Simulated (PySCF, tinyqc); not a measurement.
CIS and TDHF on RHF in the sto-6g basis, frozen core, for BeH+, spin multiplicity 1, step by step. The lowest restricted solution is unstable here: a spin-polarised one lies 0.0122 hartree lower (PySCF). Computed by tinyqc, a small Python program that keeps every step (integrals from PySCF). Settings: charge = 1, multiplicity = 1, basis = sto-6g, method = RHF, frozen orbitals = 1, energy threshold = 1e-10, iteration cap = 86, orthogonalisation = symmetric, start = atomic densities, DIIS depth = 6, TDHF = 1. Command: `OMP_NUM_THREADS=1 python tinyqc.py 28874 28875 out.jsonl` (the two numbers bound the seeds that draw the settings). One thread of a shared host (Intel(R) Xeon(R) Processor @ 2.60GHz), about 0.09 s of CPU time with the checks. The early iterations of the SCF are left out here.

## One-electron integrals

Geometry (angstrom):
```
atom        x        y        z
Be    0.00000  0.00000  0.00000
H     0.00000  0.00000  1.89200
```

Basis sto-6g: exponents (1/bohr^2) and contraction coefficients of normalised primitives:
```
element  l (shell)   exponent  coefficient
Be           s (1)  312.87049      0.00916
Be           s (1)   57.36446      0.04936
Be           s (1)   16.04851      0.16854
Be           s (1)    5.51310      0.37056
Be           s (1)    2.14090      0.41649
Be           s (1)    0.88174      0.13033
Be           s (2)   13.63325     -0.01325
Be           s (2)    2.69838     -0.04699
Be           s (2)    0.83865     -0.03379
Be           s (2)    0.32266      0.25024
Be           s (2)    0.14013      0.59512
Be           s (2)    0.06423      0.24071
Be           p (3)   13.63325      0.00376
Be           p (3)    2.69838      0.03768
Be           p (3)    0.83865      0.17390
Be           p (3)    0.32266      0.41804
Be           p (3)    0.14013      0.42586
Be           p (3)    0.06423      0.10171
H            s (1)   35.52322      0.00916
H            s (1)    6.51314      0.04936
H            s (1)    1.82214      0.16854
H            s (1)    0.62596      0.37056
H            s (1)    0.24308      0.41649
H            s (1)    0.10011      0.13033
```

Overlap, kinetic and nuclear-attraction integrals over the contracted functions; the nuclear repulsion is the sum of Za Zb / Rab.

nuclear repulsion = 1.1187679 hartree

overlap S, order 1Be 1s, 1Be 2s, 1Be 2px, 1Be 2py, 1Be 2pz, 2H 1s:
```
[[1.00000, 0.25476, 0.00000, 0.00000, 0.00000, 0.02083],
 [0.25476, 1.00000, 0.00000, 0.00000, 0.00000, 0.26457],
 [0.00000, 0.00000, 1.00000, 0.00000, 0.00000, 0.00000],
 [0.00000, 0.00000, 0.00000, 1.00000, 0.00000, 0.00000],
 [0.00000, 0.00000, 0.00000, 0.00000, 1.00000, 0.34524],
 [0.02083, 0.26457, 0.00000, 0.00000, 0.34524, 1.00000]]
```

kinetic energy T (hartree), order 1Be 1s, 1Be 2s, 1Be 2px, 1Be 2py, 1Be 2pz, 2H 1s:
```
[[6.76875, -0.20738, 0.00000, 0.00000, 0.00000, -0.00787],
 [-0.20738, 0.22012, 0.00000, 0.00000, 0.00000, 0.01131],
 [0.00000, 0.00000, 0.66127, 0.00000, 0.00000, 0.00000],
 [0.00000, 0.00000, 0.00000, 0.66127, 0.00000, 0.00000],
 [0.00000, 0.00000, 0.00000, 0.00000, 0.66127, 0.05924],
 [-0.00787, 0.01131, 0.00000, 0.00000, 0.05924, 0.76852]]
```

nuclear attraction V (hartree), order 1Be 1s, 1Be 2s, 1Be 2px, 1Be 2py, 1Be 2pz, 2H 1s:
```
[[-14.99448, -1.72199, 0.00000, 0.00000, -0.00951, -0.15183],
 [-1.72199, -2.57623, 0.00000, 0.00000, -0.09184, -0.59436],
 [0.00000, 0.00000, -2.55523, 0.00000, 0.00000, 0.00000],
 [0.00000, 0.00000, 0.00000, -2.55523, 0.00000, 0.00000],
 [-0.00951, -0.09184, 0.00000, 0.00000, -2.61794, -0.76192],
 [-0.15183, -0.59436, 0.00000, 0.00000, -0.76192, -2.35747]]
```

core Hamiltonian H = T + V (hartree), order 1Be 1s, 1Be 2s, 1Be 2px, 1Be 2py, 1Be 2pz, 2H 1s:
```
[[-8.22573, -1.92937, 0.00000, 0.00000, -0.00951, -0.15970],
 [-1.92937, -2.35611, 0.00000, 0.00000, -0.09184, -0.58305],
 [0.00000, 0.00000, -1.89396, 0.00000, 0.00000, 0.00000],
 [0.00000, 0.00000, 0.00000, -1.89396, 0.00000, 0.00000],
 [-0.00951, -0.09184, 0.00000, 0.00000, -1.95667, -0.70268],
 [-0.15970, -0.58305, 0.00000, 0.00000, -0.70268, -1.58895]]
```

## Two-electron integrals

Functions are numbered as in S; the eight-fold symmetry (ij|kl) = (ji|kl) = (kl|ij) leaves the list below.

Two-electron integrals (ij|kl) in chemists' order, unique and non-zero (hartree):
```
(11|11) 2.30000   (21|11) 0.36188   (21|21) 0.07193   (22|11) 0.57033
(22|21) 0.13965   (22|22) 0.41777   (31|31) 0.01525   (32|31) 0.02255
(32|32) 0.09234   (33|11) 0.57033   (33|21) 0.13965   (33|22) 0.41777
(33|33) 0.45012   (41|41) 0.01525   (42|41) 0.02255   (42|42) 0.09234
(43|43) 0.02426   (44|11) 0.57033   (44|21) 0.13965   (44|22) 0.41777
(44|33) 0.40160   (44|44) 0.45012   (51|51) 0.01525   (52|51) 0.02255
(52|52) 0.09234   (53|53) 0.02426   (54|54) 0.02426   (55|11) 0.57033
(55|21) 0.13965   (55|22) 0.41777   (55|33) 0.40160   (55|44) 0.40160
(55|55) 0.45012   (61|11) 0.02993   (61|21) 0.00580   (61|22) 0.01131
(61|33) 0.01121   (61|44) 0.01121   (61|51) 0.00058   (61|52) 0.00116
(61|55) 0.01150   (61|61) 0.00050   (62|11) 0.10488   (62|21) 0.02629
(62|22) 0.08996   (62|33) 0.08625   (62|44) 0.08625   (62|51) 0.00353
(62|52) 0.02372   (62|55) 0.09736   (62|61) 0.00238   (62|62) 0.03390
(63|31) 0.00205   (63|32) 0.01037   (63|53) 0.00369   (63|63) 0.00243
(64|41) 0.00205   (64|42) 0.01037   (64|54) 0.00369   (64|64) 0.00243
(65|11) 0.12491   (65|21) 0.03160   (65|22) 0.11228   (65|33) 0.10588
(65|44) 0.10588   (65|51) 0.00560   (65|52) 0.03673   (65|55) 0.12509
(65|61) 0.00295   (65|62) 0.04748   (65|65) 0.06765   (66|11) 0.27943
(66|21) 0.07114   (66|22) 0.27192   (66|33) 0.25452   (66|44) 0.25452
(66|51) 0.00938   (66|52) 0.08500   (66|55) 0.30671   (66|61) 0.00651
(66|62) 0.14076   (66|65) 0.20671   (66|66) 0.77500
```

## Orthogonalisation

S = U s U^T; symmetric (Loewdin) form X = U s^(-1/2) U^T, so that X^T S X = 1.

eigenvalues of S: [0.53966, 0.80423, 1.00000, 1.00000, 1.18047, 1.47564]

X, order 1Be 1s, 1Be 2s, 1Be 2px, 1Be 2py, 1Be 2pz, 2H 1s:
```
[[1.02627, -0.13740, 0.00000, 0.00000, -0.00575, 0.01856],
 [-0.13740, 1.05822, 0.00000, 0.00000, 0.04125, -0.15514],
 [0.00000, 0.00000, 1.00000, 0.00000, 0.00000, 0.00000],
 [0.00000, 0.00000, 0.00000, 1.00000, 0.00000, 0.00000],
 [-0.00575, 0.04125, 0.00000, 0.00000, 1.05210, -0.19691],
 [0.01856, -0.15514, 0.00000, 0.00000, -0.19691, 1.08336]]
```

## Iteration 9 (converged): orbitals

converged F (hartree), order 1Be 1s, 1Be 2s, 1Be 2px, 1Be 2py, 1Be 2pz, 2H 1s:
```
[[-5.05369, -1.35621, 0.00000, 0.00000, 0.01530, -0.11139],
 [-1.35621, -0.81208, 0.00000, 0.00000, -0.08994, -0.34473],
 [0.00000, 0.00000, -0.12418, 0.00000, 0.00000, 0.00000],
 [0.00000, 0.00000, 0.00000, -0.12418, 0.00000, 0.00000],
 [0.01530, -0.08994, 0.00000, 0.00000, -0.22067, -0.30100],
 [-0.11139, -0.34473, 0.00000, 0.00000, -0.30100, -0.39984]]
```

Diagonalise F' = X^T F X, C = X C', fill 2 alpha and 2 beta electrons from the bottom; D = 2 C_occ C_occ^T. Each column has its largest component positive (the first on a tie).

F' = X^T F X (hartree):
```
[[-4.95839, -0.66146, 0.00000, 0.00000, 0.01497, 0.02334],
 [-0.66146, -0.51615, 0.00000, 0.00000, -0.02530, -0.22985],
 [0.00000, 0.00000, -0.12418, 0.00000, 0.00000, 0.00000],
 [0.00000, 0.00000, 0.00000, -0.12418, 0.00000, 0.00000],
 [0.01497, -0.02530, 0.00000, 0.00000, -0.13859, -0.22937],
 [0.02334, -0.22985, 0.00000, 0.00000, -0.22937, -0.25709]]
```

orbital energies (hartree): [-5.05484, -0.63701, -0.25204, -0.12418, -0.12418, 0.07367]

coefficients C, order 1Be 1s, 1Be 2s, 1Be 2px, 1Be 2py, 1Be 2pz, 2H 1s:
```
[[0.99574, -0.19161, -0.18927, 0.00000, 0.00000, 0.09184],
 [0.01634, 0.67058, 0.72985, 0.00000, 0.00000, -0.42646],
 [0.00000, 0.00000, 0.00000, 0.99921, -0.03973, 0.00000],
 [0.00000, 0.00000, 0.00000, 0.03973, 0.99921, 0.00000],
 [-0.00242, 0.25014, -0.57500, 0.00000, 0.00000, -0.86846],
 [-0.00143, 0.50442, -0.40458, 0.00000, 0.00000, 0.90484]]
```

D after iteration 9, order 1Be 1s, 1Be 2s, 1Be 2px, 1Be 2py, 1Be 2pz, 2H 1s:
```
[[2.05644, -0.22444, 0.00000, 0.00000, -0.10067, -0.19616],
 [-0.22444, 0.89989, 0.00000, 0.00000, 0.33539, 0.67646],
 [0.00000, 0.00000, 0.00000, 0.00000, 0.00000, 0.00000],
 [0.00000, 0.00000, 0.00000, 0.00000, 0.00000, 0.00000],
 [-0.10067, 0.33539, 0.00000, 0.00000, 0.12515, 0.25235],
 [-0.19616, 0.67646, 0.00000, 0.00000, 0.25235, 0.50887]]
```

Within a degenerate level the vectors are fixed only up to a rotation; this is one choice.

## Convergence

Stop when the energy changes by less than 1e-10 hartree and every element of the error matrix X^T (F D S - S D F) X is below 3e-06.

Course of the cycle:
```
iteration  E (hartree)     change  largest element of the error matrix
1          -12.7311422          -                             1.12e-01
2          -14.7091439  -1.98e+00                             1.56e-01
3          -14.7387471  -2.96e-02                             8.74e-02
4          -14.7547319  -1.60e-02                             8.75e-03
5          -14.7549779  -2.46e-04                             4.11e-03
6          -14.7550038  -2.59e-05                             3.93e-04
7          -14.7550043  -5.19e-07                             3.58e-05
8          -14.7550043  -4.04e-09                             2.06e-07
9          -14.7550043  -1.03e-13                             5.55e-09
```

PySCF RHF in the same basis = -14.7550043 hartree

Converged in 9 iterations.

## Integrals over molecular orbitals

(pq|rs) = sum C_ip C_jq C_kr C_ls (ij|kl), one index at a time.

one-electron integrals over orbitals h = C^T H C (hartree):
```
[[-8.21874, 0.17771, 0.19630, 0.00000, 0.00000, -0.06423],
 [0.17771, -1.96318, -0.09170, 0.00000, 0.00000, 0.24408],
 [0.19630, -0.09170, -1.85575, 0.00000, 0.00000, -0.10317],
 [0.00000, 0.00000, 0.00000, -1.89396, 0.00000, 0.00000],
 [0.00000, 0.00000, 0.00000, 0.00000, -1.89396, 0.00000],
 [-0.06423, 0.24408, -0.10317, 0.00000, 0.00000, -1.66217]]
```

Two-electron integrals over orbitals (pq|rs), unique and non-zero (hartree); the lowest 1 orbital is frozen and left out:
```
(22|22) 0.44690    (32|22) -0.06425   (32|32) 0.06840    (33|22) 0.32861
(33|32) 0.03120    (33|33) 0.42023    (42|42) 0.04598    (43|42) 0.03527
(43|43) 0.04783    (44|22) 0.34570    (44|32) 0.04492    (44|33) 0.37887
(44|44) 0.45012    (52|52) 0.04598    (53|52) 0.03527    (53|53) 0.04783
(54|54) 0.02426    (55|22) 0.34570    (55|32) 0.04492    (55|33) 0.37887
(55|44) 0.40160    (55|55) 0.45012    (62|22) 0.01609    (62|32) -0.05782
(62|33) -0.00496   (62|44) -0.07063   (62|55) -0.07063   (62|62) 0.11711
(63|22) -0.05714   (63|32) 0.06476    (63|33) 0.04797    (63|44) 0.03968
(63|55) 0.03968    (63|62) -0.06205   (63|63) 0.08130    (64|42) -0.02458
(64|43) -0.00686   (64|64) 0.02197    (65|52) -0.02458   (65|53) -0.00686
(65|65) 0.02197    (66|22) 0.45327    (66|32) -0.06739   (66|33) 0.35718
(66|44) 0.35002    (66|55) 0.35002    (66|62) 0.03881    (66|63) -0.05868
(66|66) 0.48753
```

## CIS matrix, singlets

A(ia,jb) = (e_a - e_i) d_ij d_ab + 2 (ia|jb) - (ij|ab).

CIS matrix A, singlet (hartree), order 2>3, 2>4, 2>5, 2>6:
```
[[0.19316, 0.00000, 0.00000, -0.05849],
 [0.00000, 0.25908, 0.00000, 0.00000],
 [0.00000, 0.00000, 0.25908, 0.00000],
 [-0.05849, 0.00000, 0.00000, 0.49163]]
```

## CIS singlet states

dipole integrals <i|r|a> (bohr), order 2>3, 2>4, 2>5, 2>6:
```
[[0.00000, 0.00000, -1.29544],
 [0.91833, 0.03651, 0.00000],
 [-0.03651, 0.91833, 0.00000],
 [0.00000, 0.00000, 0.82915]]
```

Diagonalise A (1 hartree = 27.211386 eV); each vector has its largest component positive (the first on a tie). The transition dipole is mu = sqrt2 sum c_ia <i|r|a>.

singlet excitation energies (eV): [4.95550, 7.04988, 7.04988, 13.67869]

lowest vectors, order 2>3, 2>4, 2>5, 2>6:
```
[[0.98261, 0.00000, 0.00000, -0.18569],
 [0.00000, 0.98716, -0.15971, 0.00000],
 [0.00000, 0.15971, 0.98716, 0.00000],
 [0.18569, 0.00000, 0.00000, 0.98261]]
```

oscillator strengths 2/3 w |mu|^2: [0.30401, 0.29178, 0.29178, 0.74639]

Within a degenerate level the vectors are fixed only up to a rotation; this is one choice.

## TDHF (RPA) singlet states

B(ia,jb) = 2 (ia|jb) - (ib|ja); the squared energies are the eigenvalues of (A - B)(A + B); 1 hartree = 27.211386 eV.

TDHF matrix B, singlet (hartree), order 2>3, 2>4, 2>5, 2>6:
```
[[0.06840, 0.00000, 0.00000, -0.05782],
 [0.00000, 0.04598, 0.00000, 0.00000],
 [0.00000, 0.00000, 0.04598, 0.00000],
 [-0.05782, 0.00000, 0.00000, 0.11711]]
```

squared energies w^2 (hartree^2): [0.02943, 0.06501, 0.06501, 0.23135]

TDHF energies from the positive w^2 (eV): [4.66795, 6.93799, 6.93799, 13.08833]

## CIS matrix, triplets

A(ia,jb) = (e_a - e_i) d_ij d_ab - (ij|ab).

CIS matrix A, triplet (hartree), order 2>3, 2>4, 2>5, 2>6:
```
[[0.05637, 0.00000, 0.00000, 0.05714],
 [0.00000, 0.16713, 0.00000, 0.00000],
 [0.00000, 0.00000, 0.16713, 0.00000],
 [0.05714, 0.00000, 0.00000, 0.25741]]
```

## CIS triplet states

Diagonalise A (1 hartree = 27.211386 eV); each vector has its largest component positive (the first on a tie).

triplet excitation energies (eV): [1.12287, 4.54779, 4.54779, 7.41557]

lowest vectors, order 2>3, 2>4, 2>5, 2>6:
```
[[0.96679, 0.00000, 0.00000, 0.25559],
 [0.00000, 0.96295, -0.26970, 0.00000],
 [0.00000, 0.26970, 0.96295, 0.00000],
 [-0.25559, 0.00000, 0.00000, 0.96679]]
```

Within a degenerate level the vectors are fixed only up to a rotation; this is one choice.

## TDHF (RPA) triplet states

B(ia,jb) = - (ib|ja); the squared energies are the eigenvalues of (A - B)(A + B); 1 hartree = 27.211386 eV.

TDHF matrix B, triplet (hartree), order 2>3, 2>4, 2>5, 2>6:
```
[[-0.06840, 0.00000, 0.00000, 0.05782],
 [0.00000, -0.04598, 0.00000, 0.00000],
 [0.00000, 0.00000, -0.04598, 0.00000],
 [0.05782, 0.00000, 0.00000, -0.11711]]
```

squared energies w^2 (hartree^2): [-0.01121, 0.02582, 0.02582, 0.06210]

TDHF energies from the positive w^2 (eV): [4.37233, 4.37233, 6.78121]

A + B or A - B has a negative eigenvalue: the restricted solution is unstable towards a spin-polarised one, a negative w^2 means an imaginary energy, and the lowest roots have no physical meaning.
